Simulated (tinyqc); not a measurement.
## Yield against design margin

Cells fail independently with probability Q(k) = erfc(k/sqrt(2))/2 when the margin is k standard deviations, and Y = exp(-Nb Q(k)). phi = exp(-k^2/2)/sqrt(2 pi).  k = margin/s(dVT). With one spare that repairs any one cell, Y1 = exp(-x)(1 + x), x = Nb Q(k).

Inputs (values chosen for the exercise):

| symbol | value | unit | meaning |
|---|---|---|---|
| Nb | 65536 |  | number of cells |

s(dVT) = 59.4 mV

Result of one run:
```
M (mV)      k      Q(k)  expected failures x       Y      Y1
282     4.747  1.030e-6              0.06749  0.9347  0.9978
```

What becomes of these results when the margin M is changed from 282 to 318 mV, all else the same?

Result of the changed run:
```
M (mV)      k      Q(k)  expected failures x       Y     Y1
318     5.354  4.313e-8             0.002826  0.9972  1.000
```

The whole series:
```
M (mV)      k       Q(k)  expected failures x       Y      Y1
240     4.040   2.668e-5                1.748  0.1740  0.4783
258     4.343   7.014e-6               0.4596  0.6315  0.9218
270     4.545   2.741e-6               0.1796  0.8356  0.9857
282     4.747   1.030e-6              0.06749  0.9347  0.9978
300     5.051   2.203e-7              0.01444  0.9857  0.9999
318     5.354   4.313e-8             0.002826  0.9972   1.000
336     5.657   7.722e-9             5.060e-4  0.9995   1.000
360     6.061  6.780e-10             4.444e-5   1.000   1.000
```

Over a change of the margin from 240 to 360 mV, k goes from 4.04 to 6.06, the expected failures fall by 4.6 decades and the yield goes from 0.174 to 1.000. The spare helps most at M = 240 mV among the rows, where it lifts the yield from 0.174 to 0.478.

Program tinyqc, `OMP_NUM_THREADS=1 python tinyqc.py 2090109 2090110 out.jsonl`; Intel Xeon 2.30GHz, shared host, one thread, about 0.01 s.
